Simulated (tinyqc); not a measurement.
## Schottky emission and Poole-Frenkel conduction in an insulator, and how to tell them apart: activation energy against field

Schottky emission (electrode-limited): J = As T^2 exp[-(pb - b sqrt(F))/Vt], b = sqrt(q/(4 pi eps0 ei)). Poole-Frenkel emission (bulk-limited): J = s0 F exp[-(pt - 2 b sqrt(F))/Vt]. F in V/cm.

The activation energy is -d ln J/d(q/kB T) at fixed F.

Values chosen for this exercise; dielectric values close to those of aluminium oxide: temperature T = 350 K; high-frequency relative permittivity ei = 3.16; trap depth pt = 1.01 eV; Poole-Frenkel prefactor s0 = 6 S/cm; electrode barrier pb = 1.07 eV; Richardson constant As = 20 A/(cm^2 K^2).

Constants: q = 1.602176634e-19 C, kB = 1.380649e-23 J/K, Vt = kB T/q, eps0 = 8.8541878128e-14 F/cm where lengths are in cm. Results are converted to the units shown.

Result of one run:

| sqrt(F) ((V/cm)^0.5) | J, Schottky (A/cm^2) | its Ea (eV) | J, Poole-Frenkel (A/cm^2) | its Ea (eV) |
|---|---|---|---|---|
| 1371 | 1.572e-5 | 0.8376 | 8.672 | 0.4246 |

Which field F gave this result: 0.62, 1.04, 1.88 or 3.15 MV/cm?

F = 1.88 MV/cm.

The whole series:

| F (MV/cm) | sqrt(F) ((V/cm)^0.5) | J, Schottky (A/cm^2) | its Ea (eV) | J, Poole-Frenkel (A/cm^2) | its Ea (eV) |
|---|---|---|---|---|---|
| 0.2 | 447.2 | 2.272e-8 | 1.035 | 1.928e-6 | 0.8191 |
| 0.62 | 787.4 | 2.524e-7 | 0.9622 | 7.376e-4 | 0.6738 |
| 1.04 | 1020 | 1.308e-6 | 0.9126 | 0.03320 | 0.5746 |
| 1.46 | 1208 | 4.965e-6 | 0.8724 | 0.6719 | 0.4941 |
| 1.88 | 1371 | 1.572e-5 | 0.8376 | 8.672 | 0.4246 |
| 2.31 | 1520 | 4.504e-5 | 0.8059 | 87.49 | 0.3611 |
| 2.73 | 1652 | 1.150e-4 | 0.7776 | 673.7 | 0.3046 |
| 3.15 | 1775 | 2.737e-4 | 0.7515 | 4406 | 0.2523 |

Both activation energies fall linearly in sqrt(F), the Poole-Frenkel one twice as fast (0.819 to 0.252 eV against 1.03 to 0.751 eV). They extrapolate to pt = 1.01 eV and to pb + 2 kB T = 1.13 eV, the 2 kB T coming from the T^2. The Schottky current is the smaller one in every row. For F = 1.88, 2.31, 2.73, 3.15 a Fowler-Nordheim estimate for tunnelling through pb with a mass of 0.4 m0 exceeds the Schottky current, so tunnelling, left out here, would compete.

Computed by the program tinyqc: `OMP_NUM_THREADS=1 python tinyqc.py 2370007 2370008 out.jsonl`, one thread of a shared Intel Xeon 2.30GHz, about 0.01 s for the whole run.
